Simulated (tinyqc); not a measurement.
Lossy package transmission line with skin effect: two steps of the calculation.

A uniform line in a homogeneous dielectric: c = sqrt(er)/(c0 Z0), l = Z0 sqrt(er)/c0 (c0 = 299792458 m/s), g = w c td, w = 2 pi f. The resistance joins its limits as r = sqrt(r_dc^2 + r_hf^2), with r_dc = rho/(wd th), r_hf = kr rho/(2 delta (wd + th)), delta = sqrt(rho/(pi f mu0)), mu0 = 4 pi 1e-7 H/m; this is an interpolation, and internal inductance, up to 0.05 nH/mm at low frequency, is neglected.

Values chosen for this exercise: width of the strip wd = 78 um; thickness of the strip th = 13 um; resistivity rho = 2.9 uohm cm; relative permittivity er = 4.2; loss tangent td = 0.02; lossless impedance sqrt(l/c) Z0 = 45 ohm; factor for crowding and the return path kr = 1.5; length len = 17 mm; frequency f = 0.93 GHz.

Task 1. Line constants. delta, r_dc, r_hf, r, l, c and g as defined.

Wanted: delta; r_dc; r_hf; r; l; c; g.

Result 1.

delta = 2.8105 um
r_dc = 0.028600 ohm/mm
r_hf = 0.085043 ohm/mm
r = 0.089723 ohm/mm
l = 0.30762 nH/mm
c = 151.91 pF/m
g = 0.017754 S/m

r is 3.14 times r_dc; the skin depth is 0.216 of the thickness.

Task 2. Propagation constant and impedance. gamma = sqrt((r + i w l)(g + i w c)) = alpha + i beta, Zc = sqrt((r + i w l)/(g + i w c)), roots with positive real part; loss 8.685889638 alpha in dB; phase velocity w/beta.

r = 0.089723486 ohm/mm
l = 0.30762134 nH/mm
c = 151.91177 pF/m
g = 0.017753510 S/m

Give: gamma len; Zc; loss; phase velocity over c0; r/(w l).

Result 2.

gamma len = 0.02374+0.67915i
Zc = 45.018-0.673i ohm
loss = 0.012127 dB/mm
phase velocity over c0 = 0.48790
r/(w l) = 0.049915

Program tinyqc, `OMP_NUM_THREADS=1 python tinyqc.py 2810159 2810160 out.jsonl`; Intel Xeon 2.30GHz, shared host, one thread, about 0.01 s.
